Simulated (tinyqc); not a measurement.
What each parameter does: model-solid line-up of a strained alloy layer on a substrate.

All values of the alloy are linear in x but the gap, Eg(x) = (1 - x) Eg_A + x Eg_B - C x (1 - x), and the valence edge, Ev(x) = (1 - x) Ev_A + x Ev_B + fv C x (1 - x); Ec = Ev + Eg. Ev is the top of the unstrained valence band on a scale common to all materials. In the layer only the Gamma valley of the conduction band is followed, also where an X or L valley would lie lower.

Coherent growth on a (001) face: e_par = (a_s - a)/a, e_perp = -2 (C12/C11) e_par; exx = eyy = e_par, ezz = e_perp, no shear.

Strained edges: Ec + ac tr(e); the valence edges are Ev plus the levels of the 6 x 6 matrix of X, Y, Z times spin with -Dso/3 + l exx + m (eyy + ezz) on the diagonal (cyclic), n exy off it, l = av + 2 b, m = av - b, n = sqrt(3) d. Spin-orbit term (Dso/3) L.sigma on X, Y, Z with (L_k)_ij = -i epsilon_kij: <X+|H|Y+> = -i Dso/3, <X+|H|Z-> = Dso/3, <Y+|H|Z-> = -i Dso/3, <Z+|H|X-> = -Dso/3, <Z+|H|Y-> = i Dso/3, <X-|H|Y-> = i Dso/3, and their conjugates; + and - are the spin along z.

dEc = Ec(substrate) - Ec(layer), dEv = Ev(layer) - Ev(substrate); positive values confine the carrier in the layer. Type I: both of one sign; type II: opposite signs; type III: the gaps do not overlap.

Parameters, chosen for this exercise (A near InAs, B near AlAs, substrate near InAs; not measured data):

| symbol | value | unit | meaning |
|---|---|---|---|
| a | (6.059, 5.657) | angstrom | lattice constant of A, B |
| Eg | (0.415, 3.102) | eV | gap at Gamma to the s-like level of A, B |
| Dso | (0.386, 0.279) | eV | spin-orbit splitting of A, B |
| Ev | (-0.59, -1.34) | eV | top of the unstrained valence band of A, B |
| ac | (-5.04, -5.69) | eV | conduction deformation potential of A, B |
| av | (1, 2.49) | eV | valence hydrostatic potential of A, B |
| b | (-1.81, -2.29) | eV | tetragonal shear potential of A, B |
| d | (-3.56, -3.39) | eV | trigonal shear potential of A, B |
| C11 | (84.2, 124.4) | GPa | of A, B |
| C12 | (45.7, 54) | GPa | of A, B |
| C44 | (40.1, 53.5) | GPa | of A, B |
| C | 0.571 | eV | bowing of the gap |
| fv | 0.2 |  | share of the bowing taken by the valence edge |
| a_s | 6.059 | angstrom | substrate |
| Eg_s | 0.415 | eV | lowest gap of the substrate |
| Ev_s | -0.59 | eV | substrate valence edge |
| face | 001 |  | growth face |
| x | 0.04 |  | fraction of B |

Strained gap, valence splitting and offsets.

One parameter was then changed.

Results before and after:

| case | gap (eV) | splitting (meV) | dEc (eV) | dEv (eV) |
|---|---|---|---|---|
| base | 0.4748 | 20.7 | -0.0474 | -0.0124 |
| changed | 0.4748 | 20.7 | 0.0026 | -0.0624 |

Which of these changes was made? (a) Dso = (0.444, 0.321) eV; (b) a_s = 6.039 angstrom; (c) fv = 0.4; (d) d = (-4.094, -3.898) eV; (e) av = (1.15, 2.864) eV; (f) x = 0.27; (g) Ev_s = -0.54 eV; (h) C = 0.671 eV.

Answer: (g) Ev_s = -0.54 eV. Of the candidates, run in turn, only this one gives the changed row.

All candidates:

| case | gap (eV) | splitting (meV) | dEc (eV) | dEv (eV) |
|---|---|---|---|---|
| base | 0.4748 | 20.7 | -0.0474 | -0.0124 |
| x = 0.27 | 0.8148 | 164.6 | -0.3386 | -0.0612 |
| a_s = 6.039 angstrom | 0.5018 | 4.9 | -0.0630 | -0.0238 |
| C = 0.671 eV | 0.4710 | 20.7 | -0.0444 | -0.0116 |
| fv = 0.4 | 0.4748 | 20.7 | -0.0518 | -0.0080 |
| Ev_s = -0.54 eV | 0.4748 | 20.7 | 0.0026 | -0.0624 |
| d = (-4.094, -3.898) eV | 0.4748 | 20.7 | -0.0474 | -0.0124 |
| av = (1.15, 2.864) eV | 0.4744 | 20.7 | -0.0474 | -0.0120 |
| Dso = (0.444, 0.321) eV | 0.4749 | 20.6 | -0.0474 | -0.0125 |

Computed by tinyqc, a small Python program: `OMP_NUM_THREADS=1 python tinyqc.py 1081185 1081186 out.jsonl` (the numbers bound the seed that draws the inputs); one thread of a shared host (Intel(R) Xeon(R) Processor @ 2.30GHz), about 0.02 s for the whole set of steps.
